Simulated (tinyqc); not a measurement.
## Scale length and length offset from two DIBL values

Problem. DIBL = exp(-Le/(2 l)) + 2 exp(-Le/l) with Le = L - dL. Find l, dL and the drawn length for a DIBL of 100 mV/V.

DIBL at drawn lengths 61 and 100 nm (mV/V): 81.047444  12.346833

Answer. With e = exp(-Le/(2 l)), 2 e^2 + e = DIBL gives e and so Le/l at each length; Le/l is a straight line in L with slope 1/l.

l = 11.00 nm
dL = 2.800 nm
length for 100 mV/V = 56.93 nm

Numbers from tinyqc (`OMP_NUM_THREADS=1 python tinyqc.py 2002195 2002196 out.jsonl`; about 0.01 s on one thread of a shared Intel Xeon 2.30GHz).
